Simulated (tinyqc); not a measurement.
Deep-level transient spectroscopy (DLTS) of one majority-carrier trap: one step, computed by the program tinyqc.

A filling pulse loads the traps in a one-sided junction; under reverse bias they empty at the rate e, and the capacitance relaxes as C(t) = C_0 - dC exp(-e t). The signal is S = [C(t_2) - C(t_1)]/dC.

Task: Emission rate at T. e = g sigma v N_b exp(-E/k_B T), v = sqrt(3 k_B T/m), N_b = 2 M (2 pi m k_B T/h^2)^(3/2), sigma = sigma_0, E = E_t - dE with the one-dimensional Poole-Frenkel lowering dE = sqrt(e^3 F/(pi eps eps_0)), F being held as an input apart from the bias (the centre is charged when empty).

Inputs (values chosen for the exercise, for a model semiconductor):
```
quantity                    value  unit
density-of-states mass m    0.295   m_0
valleys M                       1     -
trap depth E_t              0.213    eV
cross-section sigma_0     3.5e-16  cm^2
degeneracy ratio g            0.5     -
temperature T                 104     K
dielectric constant eps      10.7     -
mean field F               160000  V/cm
```

Carriers: electrons. Extra term: Poole-Frenkel lowering.

Constants: k_B = 8.617333262e-05 eV/K; k_B = 1.380649e-23 J/K; m_0 = 9.1093837015e-31 kg; h = 6.62607015e-34 J s; e = 1.602176634e-19 C; eps_0 = 8.8541878128e-12 F/m.

Give: thermal velocity v; N_b; sigma; E; emission rate e.

Result:

thermal velocity v = 1.266e+07 cm/s

N_b = 8.207e+17 cm^-3

sigma = 3.50e-16 cm^2

E = 0.1202 eV

emission rate e = 2723 1/s
